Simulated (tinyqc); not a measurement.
From results back to parameters: k.p values derived from sp3s* tight binding at Gamma. Three cases, with inputs chosen for the exercise.

Problem. The electron mass obeys m0/m = A + Ep/EG, where A gathers the direct term and the higher bands, and Ep = P^2/c with c = hbar^2/2m0, P = (a/4)(sa pc Vsapc + sc pa Vscpa). The mass comes from a hidden Vscpa (s cation, p anion); sa, sc are the anion and cation parts of S+, the upper s level at Gamma, and pa, pc those of P-, the lower p level (P+ is the upper one).

Constants: hbar^2/2m0 = 3.80998211 eV angstrom^2.

Case 1.

Values chosen (out of a larger set: near a published set for GaAs, fitted to gaps, whose masses and valley positions are rough; not measured data): a = 5.658 angstrom (lattice constant); Vsapc = 4.518 eV (s anion, p cation).

m = 0.1133574 m0
A = -1.53659
EG = 1.486545 eV

sa, sc, pa, pc: 0.546202  -0.837653  0.882668  -0.469997

Case 2.

Values chosen (out of a larger set: near a published set for GaAs, fitted to gaps, whose masses and valley positions are rough; not measured data): a = 5.657 angstrom (lattice constant); Vsapc = 4.485 eV (s anion, p cation).

m = 0.1128590 m0
A = -1.54638
EG = 1.516746 eV

sa, sc, pa, pc: 0.544074  -0.839037  0.881730  -0.471755

Case 3.

Values chosen (out of a larger set: near a published set for InAs, fitted to gaps, whose masses and valley positions are rough; not measured data): a = 6.054 angstrom (lattice constant); Vsapc = 3.035 eV (s anion, p cation).

m = 0.0281277 m0
A = -1.52147
EG = 0.392186 eV

sa, sc, pa, pc: 0.491972  -0.870611  0.896523  -0.442997

Find: Ep; Vscpa.

Solution. Ep = (m0/m - A) EG gives |P|; both terms of P have the sign of sc pa, and the linear relation gives Vscpa. A is held fixed, though its part from P+ also depends on Vscpa.

Case 1.

Ep = 15.40 eV
Vscpa = 5.75 eV

Case 2.

Ep = 15.78 eV
Vscpa = 5.86 eV

Case 3.

Ep = 14.54 eV
Vscpa = 5.45 eV

Computed by tinyqc, one run a case: `OMP_NUM_THREADS=1 python tinyqc.py N N+1 out.jsonl` with N = 1481466, 1481478, 1481576; one thread of a shared Intel(R) Xeon(R) Processor @ 2.30GHz, about 0.01 s a run at most.
